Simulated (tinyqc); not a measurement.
Straight dislocations in isotropic elasticity: fields, energies, partials, Peierls stress and walls: one step, computed by the program tinyqc.

The line runs along z, the glide plane is y = 0, and beta is the angle between b and the line (0 screw, 90 degrees edge): b_e = b sin(beta) along +x with the extra half plane at y > 0, b_s = b cos(beta). Stress is positive in tension.

Question. Splitting into partials. Shockley partials have b_p = b/sqrt(3) at the angles beta -/+ 30 degrees; their repulsion balances the fault at d = G b_p^2/(8 pi gamma) (2 - nu)/(1 - nu) [1 - 2 nu cos(2 beta)/(2 - nu)].

Inputs (values chosen for the exercise, modelled on aluminium):
```
quantity,value,unit
shear modulus G,26.9,GPa
Poisson ratio nu,0.363,-
Burgers vector b,2.863,angstrom
stacking-fault energy gamma,169,mJ/m^2
```

Character: 30-degree.

Give: partial Burgers vector b_p; splitting width d; d/b.

Answer.

partial Burgers vector b_p = 1.653 angstrom

splitting width d = 0.3461 nm

d/b = 1.209

Narrowly split: the cores nearly overlap. Caution: a splitting under two Burgers vectors is within the cores, where the elastic formula fails.
